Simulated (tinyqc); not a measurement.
The lens: binary melting diagram from solution models of liquid and solid. Computed by tinyqc, a small Python program. Command: `OMP_NUM_THREADS=1 python tinyqc.py 3007547 3007548 out.jsonl melt walk`. One thread of a shared host (Intel(R) Xeon(R) Processor @ 2.30GHz), about 0.01 s of CPU time with the checks.

x is the fraction of B. In a phase with interaction L: mu_A = G_A + R T ln(1 - x) + L x^2, mu_B = G_B + R T ln x + L (1 - x)^2. Melting: G(liquid) - G(solid) = H (1 - T/T_m) for each pure component.

Inputs (values chosen for the exercise, modelled on Si-Ge): melting point T_A = 1687 K; melting point T_B = 1211 K; heat of melting H_A = 50.2 kJ/mol; heat of melting H_B = 37.2 kJ/mol; liquid interaction L_L = 6 kJ/mol; solid interaction L_S = 3.6 kJ/mol.

Diagram: complete solid solution (lens).

Constants: R = 8.314462618 J/(mol K).

Method. Equal potentials: F_A = dG_A + R T ln[(1 - xl)/(1 - xs)] + L_L xl^2 - L_S xs^2 = 0, F_B = dG_B + R T ln(xl/xs) + L_L (1 - xl)^2 - L_S (1 - xs)^2 = 0. Newton steps from the ideal values with the exact Jacobian, halved if x would leave (0, 1); stop below 1e-12, residuals under 1e-7 shown as 0.

Liquidus and solidus:
```
T (K)       xl       xs  ideal xl  ideal xs
1663   0.08727  0.03603   0.07720   0.02828
1592   0.33495  0.13814   0.28858   0.11920
1520   0.54958  0.24249   0.47702   0.22509
1449   0.71188  0.35747   0.63752   0.34749
1378   0.83040  0.49767   0.77330   0.49419
1306   0.91769  0.68065   0.88651   0.67759
1235   0.98179  0.91144   0.97503   0.90748
```

What follows from these numbers?

The lens is widest among these rows at 1449 K (0.354 in x, ideal 0.290). L_L - L_S = +2.4 kJ/mol, relative to the mixed solid, penalises the mixed liquid, and the liquidus lies above the ideal one in every row.
